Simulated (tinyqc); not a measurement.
Yield per ion against the flux ratio: ion-assisted plasma etching: sheath, surface coverage, synergy and aspect-ratio dependence. Computed by tinyqc, a small Python program. Command: `OMP_NUM_THREADS=1 python tinyqc.py 3003481 3003482 out.jsonl etch walk`. One thread of a shared host (Intel(R) Xeon(R) Processor @ 2.30GHz), about 0.04 s of CPU time with the checks.

Radicals adsorb on bare sites; ions remove covered sites with a high yield and bare sites by sputtering; a slow spontaneous reaction acts everywhere, walls included.

Inputs (values chosen for the exercise, close to those used for silicon in a halogen plasma):
```
quantity                                value       unit
plasma density n_e                    1.7e+10     1/cm^3
electron temperature T_e                  3.5         eV
ion mass M_i                               80          u
sheath voltage V                          110          V
radical density n                     1.4e+14     1/cm^3
radical mass M_n                           80          u
gas temperature T_g                       500          K
sticking coefficient s                   0.26          -
radicals per removed unit x                 4          -
yield slope b                            0.13  eV^(-1/2)
threshold E_th                            5.4         eV
sputter slope b_p                       0.012  eV^(-1/2)
sputter threshold E_p                      32         eV
spontaneous reaction probability k_c   0.0003          -
solid density N                         5e+22     1/cm^3
ion temperature T_i                      0.19         eV
```

Feature: long trench.

Constants: e = 1.602176634e-19 C; u = 1.6605390666e-27 kg; k_B = 1.380649e-23 J/K; eps_0 = 8.8541878128e-12 F/m.

Method:
- Bohm speed u_B = sqrt(e T_e/M_i); ion flux G_i = 0.61 n_e u_B; radical flux G_n = n c/4 with c = sqrt(8 k_B T_g/(pi M_n)).
- Debye length lambda_D = sqrt(eps_0 T_e/(e n_s)) with n_s = 0.61 n_e, T_e in volts; Child-law sheath d = (sqrt2/3) lambda_D (2 V/T_e)^(3/4); ion energy E = V + T_e/2; angular spread = arctan(sqrt(T_i/E)).
- Yields: Y = b (sqrt(E) - sqrt(E_th)) on covered sites, Y_p = b_p (sqrt(E) - sqrt(E_p)) on bare ones (zero below threshold).
- Steady coverage: s G_n (1 - theta) = x Y G_i theta; removal flux = Y G_i theta + Y_p G_i (1 - theta) + k_c G_n; rate = flux/N, 1 cm/s = 6e8 nm/min.
- The ion flux is fixed and the radical flux set by the ratio; the removal per ion is the removal flux over G_i.

yield Y = 1.07216

sputter yield Y_p = 0.0589720

ion flux G_i = 2.13058e+15 1/(cm^2 s)

Open field:
```
G_n/G_i    theta  rate (nm/min)  removal per ion
0.3      0.01786          1.973           0.0772
1        0.05716          2.996           0.1172
3        0.15389          5.517           0.2158
10       0.37743         11.362           0.4444
30       0.64523         18.452           0.7217
100      0.85841         24.511           0.9587
300      0.94788         28.363           1.1094
1000     0.98377         34.662           1.3557
3000     0.99453         50.281           1.9666
```

What does the comparison show, and why?

Coverage reaches one half at G_n/G_i = x Y/s = 16.5. Below that the ion-assisted part follows the radical flux, on top of the sputter floor Y_p = 0.0590; above it the ion-assisted part saturates at Y = 1.07 per ion, and the further rise to 1.97 comes from the spontaneous reaction, which costs anisotropy.
